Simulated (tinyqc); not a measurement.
Conduction-band anticrossing with a localised impurity level: sweeps and comparisons. A value that a table varies takes the place of the one given here.

Host conduction band EM(k) = Eg - al x + c k^2/mM, c = hbar^2/2m0, coupled to a flat level EI by V = C sqrt(x): H = [[EM, V], [V, EI]], E+/- = (EM + EI)/2 +/- sqrt((EM - EI)^2/4 + V^2). The host weight of a state at E is f = 1/(1 + V^2/(E - EI)^2), and its mass at k = 0 is mM/f. The gap is E-(0), the valence top staying at 0.

Constants: hbar^2/2m0 = 3.80998211 eV angstrom^2.

Parameters, chosen for this exercise (host near GaAs; not measured data): Eg = 1.509 eV (gap at Gamma to the s-like level); mM = 0.0659 m0 (mass of the host band); EI = 1.66 eV (impurity level, from the valence top of the host); C = 2.51 eV (coupling); al = 0.23 eV (linear shift of the host edge); x = 0.032 (impurity fraction); aM = 113 meV/GPa (pressure coefficient of the host edge); aI = 16 meV/GPa (pressure coefficient of the level).

## Impurity fraction

The last column is the bowing that a quadratic law would need at that x, (Eg - gap)/(x (1 - x)), with equal end gaps.

Results:

| x (%) | E- (eV) | E+ (eV) | gap (eV) | host weight of E- | mass of E- | bowing (eV) |
|---|---|---|---|---|---|---|
| 0.1 | 1.4748 | 1.6940 | 1.4748 | 0.845 | 0.0780 | 34.3 |
| 0.2 | 1.4489 | 1.7197 | 1.4489 | 0.780 | 0.0845 | 30.1 |
| 0.5 | 1.3908 | 1.7770 | 1.3908 | 0.697 | 0.0946 | 23.8 |
| 1.0 | 1.3209 | 1.8458 | 1.3209 | 0.646 | 0.1020 | 19.0 |
| 2.0 | 1.2188 | 1.9456 | 1.2188 | 0.607 | 0.1086 | 14.8 |
| 3.0 | 1.1392 | 2.0229 | 1.1392 | 0.589 | 0.1118 | 12.7 |
| 5.0 | 1.0116 | 2.1459 | 1.0116 | 0.572 | 0.1153 | 10.5 |
| 8.0 | 0.8603 | 2.2903 | 0.8603 | 0.559 | 0.1178 | 8.8 |

The apparent bowing falls from 34.3 to 8.8 eV, so no single constant describes the gap: the part from the coupling goes as x while V is small against |EM - EI| and as sqrt(x) beyond (V = |Eg - EI| near x = 0.36 %), with the linear term al x on top; the fall of the gap goes as the power 0.81 of x between the first two rows and 0.57 between the last two. The mass of E- goes from 0.0780 to 0.1178, higher although the gap falls, against the usual k.p trend; with al = 0 the weight tends to 1/2 at large x.

## Pressure

Eg and EI move linearly with pressure; V is kept. The slope of E- is f aM + (1 - f) aI.

Results:

| P (GPa) | EM (eV) | EI (eV) | E- (eV) | E+ (eV) | host weight of E- | slope of E- (meV/GPa) |
|---|---|---|---|---|---|---|
| 0 | 1.5016 | 1.6600 | 1.1249 | 2.0368 | 0.587 | 72.9 |
| 1 | 1.6146 | 1.6760 | 1.1953 | 2.0954 | 0.534 | 67.8 |
| 2 | 1.7276 | 1.6920 | 1.2605 | 2.1592 | 0.480 | 62.6 |
| 3 | 1.8406 | 1.7080 | 1.3204 | 2.2282 | 0.427 | 57.4 |
| 4 | 1.9536 | 1.7240 | 1.3754 | 2.3023 | 0.376 | 52.5 |
| 5 | 2.0666 | 1.7400 | 1.4255 | 2.3811 | 0.329 | 47.9 |
| 6 | 2.1796 | 1.7560 | 1.4714 | 2.4643 | 0.287 | 43.8 |
| 7 | 2.2926 | 1.7720 | 1.5133 | 2.5513 | 0.249 | 40.2 |
| 8 | 2.4056 | 1.7880 | 1.5519 | 2.6418 | 0.217 | 37.0 |

The unmixed levels cross at 1.63 GPa, where E+ - E- has its minimum 2V = 0.898 eV and the weights are 1/2. The slope of E- falls from 73 to 37 meV/GPa, between the limits aM = 113 and aI = 16, as the state turns impurity-like. The X valleys, which pass below the Gamma edge of the host at high pressure, are left out.

## What each parameter does

At k = 0. Each row changes one parameter from the base and keeps the others.

Results:

| case | E- (eV) | E+ (eV) | gap (eV) | mass (m0) |
|---|---|---|---|---|
| base | 1.1249 | 2.0368 | 1.1249 | 0.1123 |
| EI = 1.61 eV | 1.1036 | 2.0081 | 1.1036 | 0.1177 |
| al = 0.73 eV | 1.1154 | 2.0302 | 1.1154 | 0.1107 |
| Eg = 1.559 eV | 1.1536 | 2.0581 | 1.1536 | 0.1177 |
| C = 2.8865 eV | 1.0584 | 2.1032 | 1.0584 | 0.1145 |
| x = 0.0272 | 1.1600 | 2.0027 | 1.1600 | 0.1111 |
| mM = 0.07578 m0 | 1.1249 | 2.0368 | 1.1249 | 0.1291 |

The largest shifts from the base row, up to three for each result and ties (the steps differ in size, so this ranks the rows, not the parameters). E- (eV): C -0.0665, x +0.0351, Eg +0.0287; unchanged at the printed digits by mM. E+ (eV): C +0.0665, x -0.0340, EI -0.0287; unchanged at the printed digits by mM. gap (eV): C -0.0665, x +0.0351, Eg +0.0287; unchanged at the printed digits by mM. mass (m0): mM +0.0168, Eg +0.0054, EI +0.0054.

tinyqc: `OMP_NUM_THREADS=1 python tinyqc.py 1051170 1051171 out.jsonl`; about 0.01 s, one thread, shared Intel(R) Xeon(R) Processor @ 2.30GHz.
